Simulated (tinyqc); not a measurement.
Tunnelling through a two-layer gate stack, WKB transmission and Tsu-Esaki current: two steps of the calculation.

Electrons leave the emitter at x = 0. Energies E (motion across the layers) are in eV from the emitter Fermi level; the collector Fermi level lies at -V and offers states at every E. No charge in the dielectric and no image force: F1 = V/(t1 + t2 eps1/eps2), F2 = F1 eps1/eps2; U = phi1 - F1 x in layer 1 and phi2 - F1 t1 - F2 (x - t1) in layer 2. With C = hbar^2/(2 m0), kappa = sqrt(m (U - E)/C) where U > E and 0 elsewhere; T(E) = exp(-S), S = 2 times the integral of kappa over x.

Parameters, values chosen for the exercise; layer 1 close to silicon dioxide, layer 2 close to hafnium oxide: temperature T = 300 K; Fermi energy of the emitter above its band bottom Ef = 0.09 eV; emitter mass in the supply function me = 1 m0; barrier of layer 1 above the emitter Fermi level at zero bias phi1 = 3.25 eV; tunnelling mass of layer 1 m1 = 0.49 m0; thickness of layer 1 t1 = 0.9 nm; relative permittivity of layer 1 eps1 = 3.73; barrier of layer 2 at zero bias phi2 = 1.45 eV; tunnelling mass of layer 2 m2 = 0.2 m0; thickness of layer 2 t2 = 2 nm; relative permittivity of layer 2 eps2 = 20.9; voltage across the dielectric V = 0.7 V; energy of the electron followed E = 0.17 eV; lower end of the energy grid Ea = -0.09 eV; upper end of the energy grid Eb = 0.28 eV; points of the energy grid nE = 11.

Constants: q = 1.602176634e-19 C, kB = 1.380649e-23 J/K, hbar = 1.054571817e-34 J s, m0 = 9.1093837015e-31 kg, Vt = kB T/q, hbar^2/(2 m0) = 0.0380998212 eV nm^2. Results are converted to the units shown.

Problem 1. WKB exponent in closed form. Each layer adds (2/F) sqrt(m/C) [G(u at its left edge) - G(u at its right edge)] to S, with u = U - E (0 where negative) and G(u) = (2/3) u^1.5. The slope follows from 1/d = -dS/dE.

Find: S; T(E); energy d over which T(E) grows by a factor e.

Solution 1.

S = 18.40
T(E) = 1.019e-8
energy d over which T(E) grows by a factor e = 0.1334 eV

The midpoint rule gives S = 18.402, so its T(E) is 0.065 % below this value. The band edge stays above E through the whole stack: direct tunnelling through a trapezoid.

Problem 2. Current density on a coarse energy grid. J = J0 times the integral of T(E) N(E) dE, N = ln[(1 + exp(-E/Vt))/(1 + exp((-E - V)/Vt))], J0 = q^2 me m0 kB T/(2 pi^2 hbar^3) (times 1e-4 for A/cm^2 per eV), by Simpson's rule on nE equally spaced points from Ea to Eb.

Give: E; T(E); N; T(E) N; J0; J.

Solution 2.

| point | E (eV) | T(E) | N | T(E) N |
|---|---|---|---|---|
| 0 | -0.0900 | 1.652e-9 | 3.512 | 5.801e-9 |
| 1 | -0.0530 | 2.111e-9 | 2.171 | 4.583e-9 |
| 2 | -0.0160 | 2.708e-9 | 1.050 | 2.843e-9 |
| 3 | 0.0210 | 3.490e-9 | 0.3673 | 1.282e-9 |
| 4 | 0.0580 | 4.519e-9 | 0.1008 | 4.556e-10 |
| 5 | 0.0950 | 5.879e-9 | 0.02504 | 1.472e-10 |
| 6 | 0.1320 | 7.689e-9 | 0.006042 | 4.646e-11 |
| 7 | 0.1690 | 1.011e-8 | 0.001447 | 1.464e-11 |
| 8 | 0.2060 | 1.339e-8 | 3.462e-4 | 4.634e-12 |
| 9 | 0.2430 | 1.784e-8 | 8.275e-5 | 1.476e-12 |
| 10 | 0.2800 | 2.394e-8 | 1.978e-5 | 4.735e-13 |

J0 = 4.184e8 A/(cm^2 eV)
J = 0.1889 A/cm^2

The integrand peaks at E = -0.0900 eV among these points.

Numbers from tinyqc (`OMP_NUM_THREADS=1 python tinyqc.py 2540111 2540112 out.jsonl`; about 0.04 s on one thread of a shared Intel Xeon 2.30GHz).
